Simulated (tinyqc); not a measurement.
Worked calculation: Hubbard chain of 6 sites. Computed by tinyqc, a small Python program that keeps every step. Settings: hopping = 0.82, U = 7.1, mixing = 0.2, iteration cap = 84. Command: `OMP_NUM_THREADS=1 python tinyqc.py 23529 23530 out.jsonl` (the two numbers bound the seeds that draw the settings). One thread of a shared host (Intel(R) Xeon(R) Processor @ 2.60GHz), about 0.2 s of CPU time with the checks.

one-body matrix (hopping and site energies) (eV), order 1, 2, 3, 4, 5, 6:
$$\begin{pmatrix}
0.510000 & -0.820000 & 0.000000 & 0.000000 & 0.000000 & 0.000000 \\
-0.820000 & 0.070000 & -0.820000 & 0.000000 & 0.000000 & 0.000000 \\
0.000000 & -0.820000 & 0.960000 & -0.820000 & 0.000000 & 0.000000 \\
0.000000 & 0.000000 & -0.820000 & -0.910000 & -0.820000 & 0.000000 \\
0.000000 & 0.000000 & 0.000000 & -0.820000 & -0.250000 & -0.820000 \\
0.000000 & 0.000000 & 0.000000 & 0.000000 & -0.820000 & 0.800000
\end{pmatrix}$$

U = 7.100000 eV

electrons, up and down: [3, 2]

n(up) at the start (a guess, not normalised): 1 0.950000, 2 0.050000, 3 0.950000, 4 0.050000, 5 0.950000, 6 0.050000

n(down) at the start (a guess): 1 0.000000, 2 0.783000, 3 0.000000, 4 0.783000, 5 0.000000, 6 0.783000

Each step fills the lowest levels of T + U n(other spin) and sets n(new) = n + mixing (n(out) - n); stop when output and input agree to 1e-8.

Course of the cycle:
```
iteration       E (eV)  largest |n(out) - n(in)|  mean |n_up - n_down|
1          -0.54303262                  7.80e-01              0.781496
2          -0.58286260                  6.24e-01              0.784479
3          -0.61999981                  4.99e-01              0.786682
4          -0.65527682                  3.99e-01              0.788363
5          -0.68842362                  3.19e-01              0.789676
6          -0.71872362                  2.56e-01              0.790716
7          -0.74545288                  2.05e-01              0.791547
8          -0.76815392                  1.64e-01              0.792206
9          -0.78674370                  1.31e-01              0.792721
10         -0.80148044                  1.05e-01              0.793114
11         -0.81284894                  8.43e-02              0.793402
...                ...                       ...                   ...
74         -0.84433574                  9.55e-06              0.792754
75         -0.84433574                  8.10e-06              0.792754
76         -0.84433574                  6.88e-06              0.792754
77         -0.84433574                  5.83e-06              0.792754
78         -0.84433574                  4.95e-06              0.792754
79         -0.84433574                  4.20e-06              0.792754
80         -0.84433574                  3.57e-06              0.792754
81         -0.84433574                  3.03e-06              0.792754
82         -0.84433574                  2.57e-06              0.792754
83         -0.84433574                  2.18e-06              0.792754
84         -0.84433574                  1.85e-06              0.792754
```

Can the last value be used, and what does the course show?

Not by the stop rule, although the second column moves by less than 1e-07 over the last three steps. Not converged within 84 iterations: the residual falls steadily but slowly, by a factor of about 0.85 a step. The lowest mean-field energy found from random starts is -1.06934 eV. Reruns (cap 100 unless said): mixing 0.5: converged in 41 to a higher stationary point (E = -0.84434); mixing 0.9: converged in 18 to a higher stationary point (E = -0.84434); the original settings with a cap of 400: converged in 117 to a higher stationary point (E = -0.84434).
